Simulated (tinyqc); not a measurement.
Thermal and gravitational stress in a wafer during furnace and rapid thermal processing, and the onset of slip: one step, computed by the program tinyqc.

A thin free disc in plane stress, isotropic; T(r) = T_centre + dT (r/R)^n with n = 2. Stress is positive in tension; sigma_SB = 5.670374419e-8 W/(m^2 K^4), g = 9.80665 m/s^2.

Question. Resolved stress round the edge. At the edge the stress is uniaxial along the tangent d = (cos phi, sin phi, 0) of a (001) wafer; the Schmid factor is the largest |(d.n)(d.b)| over the twelve {111}<110> systems.

Inputs (values chosen for the exercise, modelled on silicon): edge less centre temperature dT = 13 K.

Temperature profile: parabolic.

hoop stress at the edge = -4.15701 MPa

Give: Schmid factor and resolved stress at phi = 0, 7.5, 15, 22.5, 30, 37.5 and 45 degrees from [100].

Answer.

Schmid factor and resolved stress at phi = 0, 7.5, 15, 22.5, 30, 37.5 and 45 degrees from [100]:

| phi from [100] (degrees) | Schmid factor | resolved stress (MPa) |
|---|---|---|
| 0.0 | 0.40825 | 1.6971 |
| 7.5 | 0.45412 | 1.8878 |
| 15.0 | 0.48296 | 2.0077 |
| 22.5 | 0.49280 | 2.0486 |
| 30.0 | 0.48296 | 2.0077 |
| 37.5 | 0.45412 | 1.8878 |
| 45.0 | 0.40825 | 1.6971 |

The factor is 1/sqrt(6) = 0.408 along <100> and <110> and peaks at 0.4928 at 22.5 degrees, so slip, if any, starts at eight places between these directions.
